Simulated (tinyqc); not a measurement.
Lifetime against injection: carrier lifetime from Shockley-Read-Hall, radiative, Auger and surface recombination. Computed by tinyqc, a small Python program. Command: `OMP_NUM_THREADS=1 python tinyqc.py 3001483 3001484 out.jsonl lifetime walk`. One thread of a shared host (Intel(R) Xeon(R) Processor @ 2.30GHz), about 0.03 s of CPU time with the checks.

Energies are counted from the top of the valence band. Boltzmann statistics, full ionisation, and equal excess densities of electrons and holes.

Inputs (values chosen for the exercise, with bands modelled on silicon):
```
quantity                          value        unit
gap E_g                            1.13          eV
electron mass m_e                 0.336         m_0
valleys M_c                           6           -
hole mass m_h                     0.784         m_0
temperature T                       400           K
doping N                        1.5e+14       cm^-3
trap level E_t                    0.598          eV
trap density N_t                8.2e+12       cm^-3
electron cross-section sigma_n  4.2e-14        cm^2
hole cross-section sigma_p      3.1e-16        cm^2
radiative coefficient B         1.8e-14      cm^3/s
Auger coefficient C_n           5.9e-32      cm^6/s
Auger coefficient C_p           1.2e-30      cm^6/s
diffusion coefficient D             2.6      cm^2/s
surface velocity S                37000        cm/s
thickness W                         7.4  micrometre
```

Doping: p-type. Surface term: two equal surfaces.

Constants: m_0 = 9.1093837015e-31 kg; k_B = 1.380649e-23 J/K; h = 6.62607015e-34 J s; k_B = 8.617333262e-05 eV/K.

Method:
- N_c = 2 M_c (2 pi m_e k_B T/h^2)^(3/2) and N_v = 2 (2 pi m_h k_B T/h^2)^(3/2), masses in units of m_0.
- n_i = sqrt(N_c N_v) exp(-E_g/2 k_B T); majority density N/2 + sqrt(N^2/4 + n_i^2), minority density n_i^2 over it.
- v = sqrt(3 k_B T/m) with m_e or m_h; tau_n0 = 1/(sigma_n v_n N_t), tau_p0 = 1/(sigma_p v_p N_t); n1 = N_c exp(-(E_g - E_t)/k_B T), p1 = N_v exp(-E_t/k_B T).
- The slowest diffusion mode has x tan x = S W/(2 D) with 0 < x < pi/2 (bisection), and tau_s = W^2/(4 x^2 D). The common approximation is W/(2 S) + W^2/(pi^2 D).
- With n = n_0 + dn, p = p_0 + dn and U/dn = 1/tau: (n p - n_i^2)/dn = n_0 + p_0 + dn = s; 1/tau_SRH = s/[tau_p0 (n + n1) + tau_n0 (p + p1)]; 1/tau_rad = B s; 1/tau_Aug = (C_n n + C_p p) s; the rates add, with 1/tau_s.
- Rows stop below half the smaller effective density of states.

N_c = 4.51482e+19 cm^-3

N_v = 2.68197e+19 cm^-3

n_0 = 4.67191e+10 cm^-3

p_0 = 1.50047e+14 cm^-3

tau_p0 = 2.58282e-05 s

n1 = 8.94819e+12 cm^-3

tau_n0 = 1.24801e-07 s

p1 = 7.83404e+11 cm^-3

tau_s = 3.00195e-08 s

Lifetimes (s):
```
dn (cm^-3)         SRH   radiative       Auger   effective  radiative efficiency  fastest channel
1.00e+10    1.6749e-06  3.7012e-01  3.6997e+01  2.9491e-08            7.9680e-08          surface
1.00e+11    1.6894e-06  3.6989e-01  3.6951e+01  2.9495e-08            7.9740e-08          surface
1.00e+12    1.8340e-06  3.6769e-01  3.6502e+01  2.9536e-08            8.0329e-08          surface
1.00e+13    3.1899e-06  3.4702e-01  3.2424e+01  2.9740e-08            8.5700e-08          surface
1.00e+14    1.1382e-05  2.2214e-01  1.3069e+01  2.9941e-08            1.3478e-07          surface
1.00e+15    2.2784e-05  4.8305e-02  6.0421e-01  2.9980e-08            6.2064e-07          surface
1.00e+16    2.5594e-05  5.4734e-03  7.7150e-03  2.9984e-08            5.4781e-06          surface
1.00e+17    2.5917e-05  5.5472e-04  7.9196e-05  2.9972e-08            5.4030e-05          surface
1.00e+18    2.5949e-05  5.5547e-05  7.9405e-07  2.8879e-08            5.1990e-04          surface
1.00e+19    2.5953e-05  5.5555e-06  7.9426e-09  6.2722e-09            1.1290e-03            Auger
```

What does the comparison show, and why?

tau_SRH goes from 1.67e-6 s at low injection (13.4 times the minority capture time) to 2.60e-5 s in the last row; at high injection it tends to tau_n0 + tau_p0 = 2.60e-5 s. Ruling channel by row: surface from 1e10, Auger from 1e19 cm^-3.
